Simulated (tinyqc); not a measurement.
Temperature: carrier statistics of a doped semiconductor with parabolic bands.

Eg(T) = Eg0 - al T^2/(T + be); m_de = Mv^(2/3) (ml mt^2)^(1/3); m_dh = (mhh^(3/2) + mlh^(3/2))^(2/3); Nc and Nv from N = 2 (m kB T/(4 pi c))^(3/2) with c = hbar^2/2m0, in 1/angstrom^3; times 1e24 for 1/cm^3.

Energies are counted from Ev, so Ec = Eg. n = Nc F_1/2((EF - Eg)/kT), p = Nv F_1/2(-EF/kT), ND+ = ND/(1 + 2 exp((EF - Eg + ED)/kT)), NA- = NA/(1 + 4 exp((EA - EF)/kT)); neutrality asks p + ND+ = n + NA-. F_j(eta) = (1/Gamma(j + 1)) integral_0^infinity x^j dx/(1 + exp(x - eta)), which tends to exp(eta) for eta << 0.

Constants: hbar^2/2m0 = 3.80998211 eV angstrom^2; kB = 8.617333262e-05 eV/K.

Inputs chosen for the exercise (near those of SiC; not measured data): Eg0 = 3.248 eV (gap at 0 K); al = 0.00065 eV/K (Varshni alpha); be = 1291 K (Varshni beta); ml = 0.339 m0 (longitudinal electron mass); mt = 0.426 m0 (transverse electron mass); Mv = 3 (equivalent valleys); mhh = 0.981 m0 (heavy-hole mass); mlh = 0.456 m0 (light-hole mass); ND = 2.1e+17 1/cm^3 (donors); NA = 3.7e+18 1/cm^3 (acceptors); ED = 0.059 eV (donor level below Ec); EA = 0.201 eV (acceptor level above Ev).

Neutrality solved at each temperature; ni = sqrt(Nc Nv) exp(-Eg/2kT).

Carriers (1/cm^3):

| T (K) | EF (eV) | n | p | majority / \|ND - NA\| | ni | Eg (eV) |
|---|---|---|---|---|---|---|
| 30 | 0.1973 | <1e-99 | 7.22e-16 | 2.07e-34 | <1e-99 | 3.2476 |
| 50 | 0.1949 | <1e-99 | 0.0499 | 1.43e-20 | <1e-99 | 3.2468 |
| 77 | 0.1915 | <1e-99 | 1.21e+06 | 3.47e-13 | 2.00e-88 | 3.2452 |
| 120 | 0.1863 | <1e-99 | 1.22e+11 | 3.50e-08 | 5.32e-50 | 3.2414 |
| 200 | 0.1765 | 1.12e-58 | 6.23e+14 | 0.000179 | 2.64e-22 | 3.2306 |
| 300 | 0.1696 | 1.49e-32 | 4.54e+16 | 0.0130 | 2.60e-08 | 3.2112 |
| 450 | 0.1926 | 1.46e-14 | 4.10e+17 | 0.117 | 77.3 | 3.1724 |
| 600 | 0.2340 | 2.79e-05 | 9.79e+17 | 0.281 | 5.24e+06 | 3.1243 |
| 800 | 0.3028 | 407 | 1.72e+18 | 0.494 | 2.65e+10 | 3.0491 |
| 1000 | 0.3831 | 1.11e+07 | 2.28e+18 | 0.654 | 5.05e+12 | 2.9643 |

Ionisation is incomplete: the majority density is below 90 % of the net doping at 30, 50, 77, 120, 200, 300, 450, 600, 800 and 1000 K, down to a share of 2.1e-34. No listed temperature gives a majority density within 10 % of the net doping. The majority density never exceeds the net doping by 10 %; ni is 5.05e+12 1/cm^3 at 1000 K against a net doping of 3.49e+18. EF goes from 0.197 eV to 0.383 eV, where midgap is 1.482 eV and the intrinsic level (Boltzmann) 1.505 eV.

Computed by tinyqc, a small Python program: `OMP_NUM_THREADS=1 python tinyqc.py 1652443 1652444 out.jsonl` (the numbers bound the seed that draws the inputs); one thread of a shared host (Intel(R) Xeon(R) Processor @ 2.30GHz), about 0.01 s for the whole set of steps.
